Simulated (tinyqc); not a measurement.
Inside a calculation. Method: empirical pseudopotential in a few plane waves. Computed by tinyqc, a small Python program that keeps every step. Settings: plane-wave index or count = 15. Command: `OMP_NUM_THREADS=1 python tinyqc.py 26266 26267 out.jsonl` (the two numbers bound the seeds that draw the settings). One thread of a shared host (Intel(R) Xeon(R) Processor @ 2.60GHz), about 0.2 s of CPU time with the checks.

## Bloch Hamiltonian at k

Parameters chosen for this model: fcc lattice, atoms at +/- a/8 (1,1,1); form factors in rydberg at |G|^2 in units of (2 pi/a)^2:
```
parameter                 value      unit
a                      6.000000  angstrom
VS(3)                 -0.246000        Ry
VS(8)                  0.051000        Ry
VS(11)                 0.045000        Ry
VA(3)                  0.103000        Ry
VA(4)                  0.083000        Ry
VA(11)                 0.017000        Ry
hbar^2/2m (2 pi/a)^2   4.178113        eV
```

k point k (2 pi / a): 0.180000  -0.500000  -0.140000

Basis: the 15 shortest G (labels in 2 pi/a), the same at every k. H(G,G') = c |k + G|^2 delta + VS(|G-G'|^2) cos((G-G').tau) + i VA sin((G-G').tau), tau = a/8 (1,1,1); 1 Ry = 13.605693 eV.

H(k) at k (eV):
```
                     +0+0+0               -1-1-1               -1-1+1               -1+1-1
+0+0+0             1.261790   2.366687+0.990930i  -2.366687+0.990930i  -2.366687+0.990930i
-1-1-1   2.366687-0.990930i            17.639992   0.000000-1.129273i   0.000000-1.129273i
-1-1+1  -2.366687-0.990930i   0.000000+1.129273i            15.300249             0.693890
-1+1-1  -2.366687-0.990930i   0.000000+1.129273i             0.693890             9.283767
-1+1+1  -2.366687+0.990930i            -0.693890   0.000000+1.129273i   0.000000+1.129273i
+1-1-1  -2.366687-0.990930i   0.000000+1.129273i             0.693890             0.693890
+1-1+1  -2.366687+0.990930i            -0.693890   0.000000+1.129273i             0.000000
+1+1-1  -2.366687+0.990930i            -0.693890             0.000000   0.000000+1.129273i
+1+1+1   2.366687+0.990930i             0.000000            -0.693890            -0.693890
-2+0+0   0.000000-1.129273i  -2.366687+0.990930i  -2.366687-0.990930i  -2.366687-0.990930i
+0-2+0   0.000000-1.129273i  -2.366687+0.990930i  -2.366687-0.990930i   0.432931-0.163552i
+0+0-2   0.000000-1.129273i  -2.366687+0.990930i   0.432931-0.163552i  -2.366687-0.990930i
+0+0+2   0.000000+1.129273i  -0.432931-0.163552i   2.366687+0.990930i  -0.432931+0.163552i
+0+2+0   0.000000+1.129273i  -0.432931-0.163552i  -0.432931+0.163552i   2.366687+0.990930i
+2+0+0   0.000000+1.129273i  -0.432931-0.163552i  -0.432931+0.163552i  -0.432931+0.163552i

                     -1+1+1               +1-1-1               +1-1+1               +1+1-1
+0+0+0  -2.366687-0.990930i  -2.366687+0.990930i  -2.366687-0.990930i  -2.366687-0.990930i
-1-1-1            -0.693890   0.000000-1.129273i            -0.693890            -0.693890
-1-1+1   0.000000-1.129273i             0.693890   0.000000-1.129273i             0.000000
-1+1-1   0.000000-1.129273i             0.693890             0.000000   0.000000-1.129273i
-1+1+1             6.944023             0.000000             0.693890             0.693890
+1-1-1             0.000000            20.648233   0.000000-1.129273i   0.000000-1.129273i
+1-1+1             0.693890   0.000000+1.129273i            18.308490             0.693890
+1+1-1             0.693890   0.000000+1.129273i             0.693890            12.292008
+1+1+1   0.000000+1.129273i            -0.693890   0.000000+1.129273i   0.000000+1.129273i
-2+0+0   2.366687-0.990930i   0.432931-0.163552i  -0.432931-0.163552i  -0.432931-0.163552i
+0-2+0  -0.432931-0.163552i  -2.366687-0.990930i   2.366687-0.990930i  -0.432931-0.163552i
+0+0-2  -0.432931-0.163552i  -2.366687-0.990930i  -0.432931-0.163552i   2.366687-0.990930i
+0+0+2  -2.366687+0.990930i  -0.432931+0.163552i  -2.366687+0.990930i   0.432931+0.163552i
+0+2+0  -2.366687+0.990930i  -0.432931+0.163552i   0.432931+0.163552i  -2.366687+0.990930i
+2+0+0   0.432931+0.163552i   2.366687+0.990930i  -2.366687+0.990930i  -2.366687+0.990930i

                     +1+1+1               -2+0+0               +0-2+0               +0+0-2
+0+0+0   2.366687-0.990930i   0.000000+1.129273i   0.000000+1.129273i   0.000000+1.129273i
-1-1-1             0.000000  -2.366687-0.990930i  -2.366687-0.990930i  -2.366687-0.990930i
-1-1+1            -0.693890  -2.366687+0.990930i  -2.366687+0.990930i   0.432931+0.163552i
-1+1-1            -0.693890  -2.366687+0.990930i   0.432931+0.163552i  -2.366687+0.990930i
-1+1+1   0.000000-1.129273i   2.366687+0.990930i  -0.432931+0.163552i  -0.432931+0.163552i
+1-1-1            -0.693890   0.432931+0.163552i  -2.366687+0.990930i  -2.366687+0.990930i
+1-1+1   0.000000-1.129273i  -0.432931+0.163552i   2.366687+0.990930i  -0.432931+0.163552i
+1+1-1   0.000000-1.129273i  -0.432931+0.163552i  -0.432931+0.163552i   2.366687+0.990930i
+1+1+1             9.952265  -0.432931-0.163552i  -0.432931-0.163552i  -0.432931-0.163552i
-2+0+0  -0.432931+0.163552i            14.966000             0.693890             0.693890
+0-2+0  -0.432931+0.163552i             0.693890            26.330467             0.693890
+0+0-2  -0.432931+0.163552i             0.693890             0.693890            20.313984
+0+0+2  -2.366687-0.990930i            -0.693890            -0.693890             0.000000
+0+2+0  -2.366687-0.990930i            -0.693890             0.000000            -0.693890
+2+0+0  -2.366687-0.990930i             0.000000            -0.693890            -0.693890

                     +0+0+2               +0+2+0               +2+0+0
+0+0+0   0.000000-1.129273i   0.000000-1.129273i   0.000000-1.129273i
-1-1-1  -0.432931+0.163552i  -0.432931+0.163552i  -0.432931+0.163552i
-1-1+1   2.366687-0.990930i  -0.432931-0.163552i  -0.432931-0.163552i
-1+1-1  -0.432931-0.163552i   2.366687-0.990930i  -0.432931-0.163552i
-1+1+1  -2.366687-0.990930i  -2.366687-0.990930i   0.432931-0.163552i
+1-1-1  -0.432931-0.163552i  -0.432931-0.163552i   2.366687-0.990930i
+1-1+1  -2.366687-0.990930i   0.432931-0.163552i  -2.366687-0.990930i
+1+1-1   0.432931-0.163552i  -2.366687-0.990930i  -2.366687-0.990930i
+1+1+1  -2.366687+0.990930i  -2.366687+0.990930i  -2.366687+0.990930i
-2+0+0            -0.693890            -0.693890             0.000000
+0-2+0            -0.693890             0.000000            -0.693890
+0+0-2             0.000000            -0.693890            -0.693890
+0+0+2            15.634498             0.693890             0.693890
+0+2+0             0.693890             9.618016             0.693890
+2+0+0             0.693890             0.693890            20.982482
```

## Levels at k

Diagonalise the Hermitian matrix.

eigenvalues (eV): -4.045121  4.704158  6.519407  6.681571  11.743372  12.760862  13.710692  14.177566  16.302167  16.950644  20.165630  22.393978  23.082680  24.379462  29.949199

## Bands along a path

The same steps at evenly spaced points between the labelled ones.

Bands along the path (eV), lowest eight:
```
k            band 1    band 2    band 3    band 4     band 5     band 6     band 7     band 8
L         -3.380835  3.302967  7.071987  7.071987  11.128754  12.999993  12.999993  17.882360
L-G 0.33  -3.998427  4.223918  7.024096  7.024096  11.111212  12.996173  12.996173  16.039739
L-G 0.67  -4.542662  6.008098  7.236499  7.236499  11.255290  12.908845  12.908845  13.283912
G         -4.748713  7.391722  7.391722  7.391722  10.540216  12.548784  12.548784  12.548784
G-X 0.33  -4.473539  6.038770  6.922556  6.922556  11.904494  12.030699  13.660652  13.660652
G-X 0.67  -3.742720  4.273236  6.311100  6.311100  11.041607  11.813062  16.162917  16.162917
X         -2.925237  3.278228  6.257861  6.257861  10.773636  11.506433  19.348060  19.348060
```

With 4 band(s) filled, the highest filled level on these points lies at G and the lowest empty one at G: a gap of 3.1485 eV, direct. This holds for the small fixed basis; with all plane waves up to |k + G|^2 = 21 (2 pi/a)^2 the gap along the path is 2.93 eV.

## Convergence with the number of plane waves

Levels at G counted from the fourth one.

Levels (eV):
```
plane waves     level 1   level 5   level 8
9            -14.140859  2.258545  3.341043
15           -12.140436  3.148494  5.157062
27           -11.083901  2.935672  5.465273
51           -10.819211  2.859141  5.534608
59           -10.794144  2.909344  5.295925
65           -10.789893  2.908973  5.267970
89           -10.780296  2.912681  5.277828
```
